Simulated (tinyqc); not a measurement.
Binding against well width: donor or exciton in a quantum well (variational effective-mass method). Computed by tinyqc, a small Python program. Command: `OMP_NUM_THREADS=1 python tinyqc.py 3000616 3000617 out.jsonl welldonor walk`. One thread of a shared host (Intel(R) Xeon(R) Processor @ 2.30GHz), about 0.1 s of CPU time with the checks.

H = -nabla^2 - 2/|r - r_i| + V(z) in effective units; trial function psi = f(z) exp(-|r - r_i|/lambda), f the ground state of the well. Mass and screening are the same in well and barrier; l = L/a* is the width in effective units. Bands are flat: no polarisation or applied field.

Inputs (values chosen for the exercise, modelled on CdTe):

| quantity | value | unit |
|---|---|---|
| electron mass m | 0.0972 | m_0 |
| dielectric constant eps | 10.6 | - |
| well width L | 18 | nm |
| donor position z_i/L from the centre | 0.1 | - |
| barrier height V_0 | 0.43 | eV |

Centre: donor. Barriers: finite.

Constants: Ry = 13.605693123 eV; a_0 = 0.529177210903 angstrom.

Method:
- Ry* = Ry m/eps^2, a* = a_0 eps/m; l = L/a*.
- k solves k tan(k l/2) = sqrt(v - k^2), v = V_0/Ry*, 0 < k l/2 < pi/2 (bisection); f = cos(k z) inside and cos(k l/2) exp(-kappa (|z| - l/2)) outside, kappa = sqrt(v - k^2); subband energy k^2 Ry*.
- Binding E_b(lambda) = -1/lambda^2 + 4 A/(lambda B), with A = int f^2 exp(-2 s/lambda) dz, B = int f^2 exp(-2 s/lambda)(1 + 2 s/lambda) dz and s = |z - z_i|; 40 Gauss-Legendre points on each piece between the walls at z = -l/2 and l/2 and z_i, and out to 12/(kappa + 1/lambda) beyond the walls.
- Each row maximises over lambda (golden section, 0.3 to 4).

a* = 5.77086 nm

Ry* = 11.7700 meV

Against width:

| L (nm) | lambda (a*) | binding (Ry*) | binding (meV) |
|---|---|---|---|
| 1.4 | 0.7846 | 2.2967 | 27.032 |
| 2.7 | 0.7970 | 2.2812 | 26.849 |
| 5.4 | 0.8697 | 2.0173 | 23.743 |
| 9.9 | 0.9599 | 1.7027 | 20.041 |
| 18.0 | 1.0360 | 1.4101 | 16.597 |
| 32.0 | 1.0564 | 1.1989 | 14.111 |
| 58.0 | 1.0326 | 1.0757 | 12.661 |

What follows from these numbers?

The binding is largest in the narrowest well, 2.297 Ry* at 1.4 nm; the turn-over that leakage brings lies below these widths. In the widest well it is 1.076 Ry*. Rows under about 2 nm are a few atomic layers, where the envelope model is only a guide.

Extremes, crossings and ranges named in words are read from the listed rows.
